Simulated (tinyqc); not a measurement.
Spin coating of a resist or spin-on film: centrifugal thinning, evaporation and the final thickness (Emslie and Meyerhofer models): one step, computed by the program tinyqc. Command: `OMP_NUM_THREADS=1 python tinyqc.py 3110584 3110585 out.jsonl spincoat walk`. One thread of a shared host (Intel(R) Xeon(R) Processor @ 2.30GHz), about 0.1 s of CPU time with the checks.

A Newtonian film stays uniform over the wafer; solvent and solids have the same density and the concentration is uniform through the thickness.

Task: First explicit step of the full model. omega = 2 pi f/60; nu(c) = nu_s + k c^gamma; evaporation rate e = e0 sqrt(f/1000 rpm). Solids s and liquid l per area start at s = c0 h0, l = (1 - c0) h0. With h = h0 and c = c0: Q = K h^3, K = 2 omega^2/(3 nu); one Euler step of length dt = 0.01 h0/Q for s and l, ds/dt = -c Q, dl/dt = -(1 - c) Q - e.

Inputs (values chosen for the exercise, of the order of those of a polymer resist in an ester solvent): solids volume fraction c0 = 0.064; starting thickness h0 = 900 micrometre.

flow constant K = 0.005095221 1/(micrometre^2 s)

evaporation rate e = 0.4901530 micrometre/s

Give: Q; dt; s; l; Q/e at the start.

Result:

Q = 3.7144e+06 micrometre/s

dt = 2.4230e-06 s

s = 57.024 micrometre

l = 833.98 micrometre

Q/e at the start = 7.5781e+06
